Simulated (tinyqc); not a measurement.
Bulk resistivity and mean free path from two films.

Inverse problem. In the thick-film limit single-crystal films obey rho = rho0 (1 + 3 (1 - ps) lam/(8 d)). Find rho0, lam and the product rho0 lam.

Values chosen for this exercise: specular share of surface scattering ps = 0.

rho at d = 26 and 60 nm (uohm cm): 7.2696250  6.6748375

Solution. rho is a straight line in 1/d: the intercept is rho0 and the slope (3/8)(1 - ps) rho0 lam. Without ps only the product (1 - ps) lam could be found.

rho0 = 6.220 uohm cm
lam = 11.70 nm
rho0 lam = 72.77 uohm cm nm

Computed by the program tinyqc: `OMP_NUM_THREADS=1 python tinyqc.py 2100042 2100043 out.jsonl`, one thread of a shared Intel Xeon 2.30GHz, about 0.01 s for the whole run.
